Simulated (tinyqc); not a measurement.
What each parameter does: band-to-band tunnelling across a p-n junction in a two-band chain.

Sites alternate A at -Eg/2 and C at +Eg/2 with hopping -t; near the edges, with k counted from the zone boundary pi/a, E^2 = (Eg/2)^2 + (t a k)^2, so t = sqrt(c Eg/m)/a gives the mass m, c = hbar^2/2m0. In the gap cosh(q a) = 1 + (Eg^2/4 - e^2)/(2 t^2), e the energy from the local mid-gap. The potential is V0 = Eg + ov on the p side (left), 0 on the n side, and falls linearly over the 2N sites of the junction, V_j = V0 (1 - j/(2N + 1)), j = 1 to 2N, site 1 being A. E = Eg/2 + x ov. A half chain that ends on a site of level e1 with neighbour e2 has g = (1 + z)/(E - e1), z = exp(-/+ i k a) the root with Im g < 0, cos(k a) = (E - e1)(E - e2)/(2 t^2) - 1. S_L = t^2 g (ending on C, shifted by V0), S_R = t^2 g (starting on A). T = 4 Im(S_L) Im(S_R) |G_(1,2N)|^2.

Constants: hbar^2/2m0 = 3.80998211 eV angstrom^2.

Parameters, chosen for this exercise (gap and mass near those of InSb; shifted at random, so the results belong to these values and not to a real crystal): Eg = 0.181 eV (gap); m = 0.0145 m0 (mass of electron and light hole); a = 4 angstrom (period (two sites)); ov = 0.46 eV (overlap: top of the valence band on the p side above the conduction edge on the n side); Nw = 20 (periods in the junction); x = 0.42 (energy above the n-side conduction edge, as a share of ov).

N = Nw; WKB exponent 2 I/F with I = pi Eg^2/(8 t a), F = V0/((2N + 1) a/2).

Results for these values:

| case | F (MV/cm) | exponent | log10 T of the chain |
|---|---|---|---|
| base | 0.7817 | 0.4773 | -0.1793 |

What happens to each result for a = 4.5 angstrom, all else kept?

Answer: F falls from 0.7817 to 0.6949; exponent rises from 0.4773 to 0.5370; log10 T of the chain falls from -0.1793 to -0.2093.

The same for each parameter in turn:

| case | F (MV/cm) | exponent | log10 T of the chain |
|---|---|---|---|
| base | 0.7817 | 0.4773 | -0.1793 |
| Eg = 0.1991 eV | 0.8038 | 0.5355 | -0.1996 |
| m = 0.01595 m0 | 0.7817 | 0.5006 | -0.1909 |
| ov = 0.51 eV | 0.8427 | 0.4428 | -0.1706 |
| Nw = 23 | 0.6819 | 0.5471 | -0.2144 |
| x = 0.61 | 0.7817 | 0.4773 | -0.1794 |
| a = 4.5 angstrom | 0.6949 | 0.5370 | -0.2093 |

Program tinyqc; command `OMP_NUM_THREADS=1 python tinyqc.py 1480453 1480454 out.jsonl`; about 0.01 s on one thread of a shared Intel(R) Xeon(R) Processor @ 2.30GHz.
